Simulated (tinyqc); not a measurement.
# Free and trapped electrons in a MOS channel with a dense trap tail: effects of single changes

p-type body, charge-sheet picture, full ionisation (an idealisation for deep acceptors), Boltzmann statistics for free electrons. e = Ec - EF at the surface. Acceptor-like traps of density D(E) = D0 + De exp(-E/Ew) at depth E below Ec, from 0 to Eu, hold n_t = integral of D(E)/(1 + exp((e - E)/Vt)). psi = Eg - Vt ln(Nv/Na) - e; N_dep = sqrt(2 eps0 eps_r Na (psi - Vt)/q); n_f = sqrt(N_dep^2 + 2 eps0 eps_r Vt Nc exp(-e/Vt)/q) - N_dep; Vg = Vfb + psi + q (N_dep + n_t + n_f)/Cox, Cox = eps0 eox/tox.

Inputs (values chosen for the exercise); band and dielectric values close to those of 4H silicon carbide: temperature T = 475 K; band gap Eg = 3.28 eV; relative permittivity eps_r = 9.7; conduction-band density of states at T Nc = 3.39e19 cm^-3; valence-band density of states at T Nv = 5.02e19 cm^-3; relative permittivity of the insulator eox = 3.9; insulator thickness tox = 29 nm; acceptor density Na = 1e17 cm^-3; flat-band voltage without trapped charge Vfb = -2.36 V; constant background density of acceptor-like traps D0 = 1.3e11 cm^-2 eV^-1; density of the tail at the conduction edge De = 7.1e12 cm^-2 eV^-1; decay energy of the tail Ew = 0.14 eV; depth below Ec down to which the traps reach Eu = 0.63 eV; mobility of free electrons mf = 89 cm^2/(V s).

Constants: q = 1.602176634e-19 C, kB = 1.380649e-23 J/K, Vt = kB T/q, eps0 = 8.8541878128e-14 F/cm where lengths are in cm. Results are converted to the units shown.

Each table varies one quantity; the others keep the values above.

## Free and trapped charge against gate voltage

Free share n_f/(n_f + n_t); swing ln 10 n_f/(dn_f/dVg); field-effect mobility mf q (dn_f/dVg)/Cox, for a constant mf; oxide field q (N_dep + n_t + n_f)/(eps0 eox).

Results:
```
Vg (V)	e (eV)	n_f (cm^-2)	n_t (cm^-2)	free share (%)	swing (mV/decade)	field-effect mobility (cm^2/(V s))	oxide field (MV/cm)
2.2	0.6195	1.249e6	8.509e9	0.01468	156.9	0.002195	0.7428
2.8	0.3267	1.505e9	1.396e11	1.067	258.2	1.608	0.8487
3.5	0.1612	8.144e10	4.052e11	16.74	720.2	31.18	1.033
4.1	0.1046	3.028e11	5.703e11	34.69	1534	54.43	1.220
4.8	0.06863	6.625e11	6.932e11	48.87	2725	67.04	1.449
6	0.03162	1.389e12	8.200e11	62.88	5002	76.56	1.850
6.7	0.01630	1.846e12	8.676e11	68.02	6400	79.51	2.086
7.3	0.005225	2.249e12	8.988e11	71.44	7625	81.31	2.290
```

Estimate the missing row, Vg = 5.4 V.

Computed row:
```
Vg (V)	e (eV)	n_f (cm^-2)	n_t (cm^-2)	free share (%)	swing (mV/decade)	field-effect mobility (cm^2/(V s))	oxide field (MV/cm)
5.4	0.04781	1.014e12	7.658e11	56.97	3840	72.82	1.649
```

With this row back in the table: n_f reaches 1e11 cm^-2 at Vg = 3.57 V, against 2.99 V without traps. The free share rises from 0.0147 to 71.4 % and the field-effect mobility rises from 0.00220 to 81.3 cm^2/(V s), although mf = 89 is constant: in the last row 91.4 % of Cox dVg goes into free electrons. The swing in the first row is 157 mV a decade (Vt ln 10 = 94.3). For Vg = 4.8, 5.4, 6, 6.7, 7.3 EF lies less than 2 Vt below the band edge, or above it, where degeneracy and confinement, left out, matter.

## Effect of the density of the tail at the conduction edge

VT is the Vg for n_f = 1e11 cm^-2; swing ln 10 n_f/(dn_f/dVg) at n_f = 1e8 cm^-2; the last three columns are for Vg = VT + 2.3 V, with free share n_f/(n_f + n_t) and field-effect mobility mf q (dn_f/dVg)/Cox; there EF is near the band edge, where Boltzmann statistics are rough.

Results:
```
De (cm^-2 eV^-1)	e at VT (eV)	VT (V)	q n_t/Cox at VT (V)	swing (mV/decade)	n_f (cm^-2)	free share (%)	field-effect mobility (cm^2/(V s))
1e12	0.1525	3.145	0.1527	159.7	1.604e12	89.68	84.58
2e12	0.1525	3.214	0.2220	166.1	1.551e12	84.20	83.27
5e12	0.1525	3.422	0.4299	185.4	1.401e12	69.98	79.04
1e13	0.1525	3.768	0.7764	217.6	1.183e12	52.15	71.25
4e13	0.1525	5.848	2.856	410.4	5.138e11	13.32	31.63
9e13	0.1525	9.313	6.321	731.8	2.646e11	4.094	11.53
2e14	0.1525	16.94	13.94	1439	1.654e11	1.361	4.042
```

Estimate the missing row, De = 2e13 cm^-2 eV^-1.

Computed row:
```
De (cm^-2 eV^-1)	e at VT (eV)	VT (V)	q n_t/Cox at VT (V)	swing (mV/decade)	n_f (cm^-2)	free share (%)	field-effect mobility (cm^2/(V s))
2e13	0.1525	4.462	1.469	281.8	8.577e11	30.63	55.21
```

With this row back in the table: As De goes from 1e12 to 2e14, VT rises from 3.14 to 16.9 V, its part due to traps rises from 0.153 to 13.9 V, the swing rises from 160 to 1440 mV/decade and the field-effect mobility falls from 84.6 to 4.04 cm^2/(V s).

tinyqc, about 0.02 s, one thread, Intel Xeon 2.30GHz (shared host): `OMP_NUM_THREADS=1 python tinyqc.py 2222115 2222116 out.jsonl`
